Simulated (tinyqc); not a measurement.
Capacitances against the line height.

Endless row of lines of width wl, height tl and space sl between grounded planes at distance hd; e2 fills the gaps beside the lines, e1 the rest. Laplace's equation is solved on meshes of 3, 6 and 12 steps per unit u and extrapolated (Aitken), which is good to about 0.2 %. C_even (all lines at 1 V) is the capacitance Cg to the planes; C_odd (neighbours in antiphase) = Cg + 4 Cc if only nearest neighbours couple, which defines Cc; total with quiet neighbours Cg + 2 Cc. Plate values 2 eps0 e1 wl/hd and eps0 e2 tl/sl.

Inputs (values chosen for the exercise): relative permittivity above and below the lines e1 = 2.7; relative permittivity between the lines e2 = 3.9; line width, in units u wl = 6 u; space between lines sl = 6 u; distance to each plane hd = 4 u.

Constants: eps0 = 8.8541878128e-12 F/m. Results are converted to the units shown.

The same in every row: plate Cg (aF/um) = 71.7.

Capacitances against the line height:

| tl (u) | Cg (aF/um) | Cc (aF/um) | Cg + 2 Cc (aF/um) | C_odd (aF/um) | plate Cc (aF/um) | share of coupling, 2 Cc/(Cg + 2 Cc) (%) |
|---|---|---|---|---|---|---|
| 2 | 125 | 12.0 | 149 | 173 | 11.5 | 16.1 |
| 4 | 129 | 22.7 | 174 | 220 | 23.0 | 26.0 |
| 6 | 130 | 33.9 | 198 | 266 | 34.5 | 34.3 |
| 8 | 130 | 45.3 | 221 | 312 | 46.0 | 41.0 |
| 12 | 131 | 68.3 | 267 | 404 | 69.1 | 51.1 |
| 16 | 131 | 91.3 | 313 | 496 | 92.1 | 58.3 |

As tl goes from 2 to 16, Cg rises from 125 to 131 aF/um, Cc rises from 12.0 to 91.3 aF/um and the share of coupling rises from 16.1 to 58.3 %. Cg is 1.74 times its plate value in the first row and 1.82 times in the last; for Cc the ratios are 1.04 and 0.991. Neighbours in antiphase raise the load by a factor of 1.16 and 1.58 over quiet ones.

tinyqc, about 0.6 s, one thread, Intel Xeon 2.30GHz (shared host): `OMP_NUM_THREADS=1 python tinyqc.py 2790216 2790217 out.jsonl`
